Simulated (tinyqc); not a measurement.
## Depth and level of a trap from the time ratio

Question. For an oxide trap tc/te = exp(E/Vt) with E = E0 - dpsi - (xt/tox)(Vg - VT - dpsi), dpsi being the rise of the surface potential above its value at threshold. Find xt and E0, and the depth that would be read if dpsi were ignored.

Parameters, values chosen for the exercise:
- T = 300 K (temperature)
- tox = 4.4 nm (insulator thickness)

Constants: q = 1.602176634e-19 C, kB = 1.380649e-23 J/K, Vt = kB T/q. Results are converted to the units shown.

Vg - VT (V): 0.49  0.64
tc/te: 1.7579021  0.33048623
dpsi (V): 0.083888456  0.091497444

Answer. E + dpsi is a straight line in the oxide voltage Vg - VT - dpsi with slope -xt/tox and intercept E0. Ignoring dpsi assigns the motion of the bands to the trap and overstates its depth.

xt = 1.10 nm
E0 = 0.200 eV
depth read without dpsi = 1.27 nm

Computed by the program tinyqc: `OMP_NUM_THREADS=1 python tinyqc.py 2710042 2710043 out.jsonl`, one thread of a shared Intel Xeon 2.30GHz, about 0.01 s for the whole run.
